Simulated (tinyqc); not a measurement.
## Avrami exponent and activation energy from three anneals

Problem. Isothermal crystallisation follows X = 1 - exp(-(k t)^n) with k proportional to exp(-Ec q/(kB T)). Find n, k at both temperatures and Ec.

Constants: q = 1.602176634e-19 C, kB = 1.380649e-23 J/K. Results are converted to the units shown.

X at (449 K, 610 s), (449 K, 1220 s) and (469 K, 38 s): 0.30051135  0.76060081  0.47054104

Answer. -ln(1 - X) = (k t)^n: the two times give n, and the two rates give Ec.

n = 2.00
k at 449 K = 9.80e-4 1/s
k at 469 K = 0.0210 1/s
Ec = 2.78 eV

tinyqc, about 0.02 s, one thread, Intel Xeon 2.30GHz (shared host): `OMP_NUM_THREADS=1 python tinyqc.py 2490061 2490062 out.jsonl`
